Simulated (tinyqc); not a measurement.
Worked calculation: three-level Kane dispersion of a narrow-gap semiconductor. Values are carried at full precision from step to step, so a last printed digit may differ when a step is redone from the rounded ones.

Zero of energy at Gamma8, c = hbar^2/2m0, P^2 = Ep c. The free-electron term and remote bands are left out, so the heavy holes are flat at E = 0 and the other three bands obey E (E - Eg)(E + Dso) = P^2 k^2 (E + 2 Dso/3). The conduction band is the highest root; its edge is Ec = max(Eg, 0).

Constants: hbar^2/2m0 = 3.80998211 eV angstrom^2; hbar = 6.58211957e-16 eV s; e^2/(4 pi eps0) = 14.39964547 eV angstrom; muB = 5.788381798e-05 eV/T.

Parameters, chosen for this exercise (near those of InAs; shifted at random, so the results belong to these values and not to a real crystal):
```
symbol  value    unit        meaning
Eg      0.434    eV          E(Gamma6) - E(Gamma8)
Dso     0.39     eV          spin-orbit splitting
Ep      22.4     eV          Kane energy
k       0.004    1/angstrom  wave vector
n       8.2e+17  cm^-3       electron density
eps     12.5                 high-frequency dielectric constant
B       3.1      T           magnetic field
```

## The three bands at one k

Expand the equation into E^3 + a2 E^2 + a1 E + a0 = 0 and give its roots; compare with the two-level form (Dso to infinity) E = Eg/2 +/- sqrt(Eg^2/4 + (2/3) P^2 k^2).

P^2 k^2 = 0.001365 eV^2

a2, a1, a0: [-0.044000, -0.170625, -0.000355]

roots (eV): [-0.3906, -0.0021, 0.4366]

two-level form (eV): [-0.0021, 0.4361]

The two-level form misses the highest root by -0.5 meV. The order is normal: Gamma6 forms the conduction band.

## Mass at the edge and limiting velocity

m0* = Eg (Eg + Dso)/(Ep (Eg + 2 Dso/3)). In the two-level form the velocity tends to v = sqrt(2/3) P/hbar, and |Eg| = 2 m v^2 with m = 3 |Eg|/(2 Ep), as for a relativistic particle. 1 angstrom = 1e-10 m.

m0* = 0.02300 m0
P = 9.2382 eV angstrom
v = 1.146e+06 m/s
k at which the linear part sets in, |Eg|/(2 hbar v) = 0.02877 1/angstrom

## Fermi level and mass at a given density

Degenerate electrons at T = 0: kF = (3 pi^2 n)^(1/3), 1 cm^-3 = 1e-24 angstrom^-3; EF is the highest root at kF. The momentum (cyclotron, optical) mass is m(E) = hbar^2 k/(dE/dk) = c d(k^2)/dE with d(k^2)/dE = k^2 [1/E + 1/(E - Eg) + 1/(E + Dso) - 1/(E + 2 Dso/3)]; the density of states is k d(k^2)/dE/(2 pi^2).

Edge mass m0* = Eg (Eg + Dso)/(Ep (Eg + 2 Dso/3)).

Compare EF - Ec with the parabolic value c kF^2/m0*.

kF = 0.02896 1/angstrom
EF - Ec = 0.1127 eV
parabolic value = 0.1389 eV
m(EF) = 0.03363 m0
m(EF)/m0* = 1.462
density of states at EF = 1.295e+19 1/(eV cm^3)

The parabola overstates EF - Ec by a factor of 1.23; (EF - Ec)/|Eg| = 0.26, and the two-level rule 1 + 2 (EF - Ec)/|Eg| = 1.519 estimates the mass ratio.

## Plasma and cyclotron energies

hbar wp = sqrt(8 pi c (e^2/4 pi eps0) n/(eps m)), hbar wc = 2 muB B/m (classical limit), with m = m(EF) and, for comparison, the edge mass; n in angstrom^-3.

hbar wp with m(EF), with m0* (meV): [51.86, 62.71]

hbar wc with m(EF), with m0* (meV): [10.67, 15.60]

EF - Ec = 112.7 meV is 11 times hbar wc, so the classical value applies.

## Checks

- Roots of the cubic against the 8 x 8 Kane matrix without remote terms: they agree to 1e-10 or better.
- m(E) near the edge against m0*: both 0.02300.

tinyqc: `OMP_NUM_THREADS=1 python tinyqc.py 1080770 1080771 out.jsonl`; about 0.01 s, one thread, shared Intel(R) Xeon(R) Processor @ 2.30GHz.
